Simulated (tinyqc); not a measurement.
MOS inversion layer, Poisson-Schroedinger loop: two steps of the calculation.

Electrons confined at an insulator interface at z = 0, treated as a hard wall; parabolic valleys, Hartree approximation, no image or exchange terms. The depletion charge lies far deeper than the electrons and gives a uniform field q Nd/(eps0 eps_r); the gate balances all charge. Energies are counted from the band edge at the interface.

Values chosen for this exercise; masses and permittivity close to those of silicon (100):
```
symbol   value   unit                                     meaning
T          400      K                                 temperature
mz1      0.927     m0  mass along z of valley set A (2 valley(s))
md1      0.188     m0    in-plane density-of-states mass of set A
mz2      0.191     m0  mass along z of valley set B (4 valley(s))
md2       0.41     m0    in-plane density-of-states mass of set B
Ns      2.5e12  cm^-2                  sheet density of electrons
dE        0.08     eV               extra shift of set B (strain)
hz         1.3     nm                                   mesh step
```

Constants: q = 1.602176634e-19 C, kB = 1.380649e-23 J/K, hbar = 1.054571817e-34 J s, m0 = 9.1093837015e-31 kg, Vt = kB T/q, hbar^2/(2 m0) = 0.0380998212 eV nm^2. Results are converted to the units shown.

Question 1. Fermi level and occupations. Level k holds N_k = D_k Vt ln(1 + exp((EF - E_k)/Vt)) with D = 2 md1 m0 q/(pi hbar^2) for the set A, D = 4 md2 m0 q/(pi hbar^2) for the set B per eV (spin included); EF is fixed by sum N_k = Ns.

levels (eV): A1 0.06222975, A2 0.09750845, B1 0.17921374, B2 0.22275584

Find: EF; N_k.

Answer 1.

EF = 0.024248 eV
N_k (cm^-2): A1 1.5531e12, A2 6.1059e11, B1 2.6198e11, B2 7.4370e10

Question 2. Converged levels, occupations and centroid. Tridiagonal Hamiltonian with psi = 0 one step beyond both ends: H_ii = C (1/m_(i-1/2) + 1/m_(i+1/2))/hz^2 + V0_i + U_i (+ dE for the set B), H_(i,i+1) = -C/(m_(i+1/2) hz^2), C = hbar^2/(2 m0). The lowest 2 level(s) of each valley set are kept, normalised to hz sum |psi|^2 = 1. The mass is the same on all intervals.

Solve for the levels with V0 + U, find EF, n_i = sum_k N_k |psi_k|^2 (in cm^-3); share of each level N_k/Ns; centroid sum n z/sum n.

| node | z (nm) | fixed potential V0 (eV) | converged U (eV) |
|---|---|---|---|
| 1 | 1.3 | 0.005318394 | 0.05113831 |
| 2 | 2.6 | 0.010636788 | 0.07792339 |
| 3 | 3.9 | 0.015955183 | 0.09284611 |
| 4 | 5.2 | 0.021273577 | 0.10029081 |
| 5 | 6.5 | 0.026591971 | 0.10390414 |
| 6 | 7.8 | 0.031910365 | 0.10598337 |
| 7 | 9.1 | 0.037228759 | 0.10734730 |
| 8 | 10.4 | 0.042547154 | 0.10823436 |
| 9 | 11.7 | 0.047865548 | 0.10876758 |
| 10 | 13 | 0.053183942 | 0.10905854 |
| 11 | 14.3 | 0.058502336 | 0.10920258 |
| 12 | 15.6 | 0.063820730 | 0.10926751 |
| 13 | 16.9 | 0.069139125 | 0.10929425 |
| 14 | 18.2 | 0.074457519 | 0.10930432 |
| 15 | 19.5 | 0.079775913 | 0.10930776 |
| 16 | 20.8 | 0.085094307 | 0.10930880 |
| 17 | 22.1 | 0.090412701 | 0.10930906 |
| 18 | 23.4 | 0.095731096 | 0.10930909 |

Find: levels; EF; shares; n; centroid.

Answer 2.

levels (eV): A1 0.0895, A2 0.1248, B1 0.2063, B2 0.2417
EF = 0.05118 eV
shares (%): A1 61.63, A2 24.18, B1 10.44, B2 3.75

| node | n (1e18 cm^-3) |
|---|---|
| 1 | 9.158 |
| 2 | 4.461 |
| 3 | 2.812 |
| 4 | 1.441 |
| 5 | 0.577 |
| 6 | 0.269 |
| 7 | 0.179 |
| 8 | 0.133 |
| 9 | 0.091 |
| 10 | 0.055 |
| 11 | 0.030 |
| 12 | 0.014 |
| 13 | 0.006 |
| 14 | 0.002 |
| 15 | 0.001 |
| 16 | 0.000 |
| 17 | 0.000 |
| 18 | 0.000 |

centroid = 2.779 nm

Computed by the program tinyqc: `OMP_NUM_THREADS=1 python tinyqc.py 2160154 2160155 out.jsonl`, one thread of a shared Intel Xeon 2.30GHz, about 1 s for the whole run.
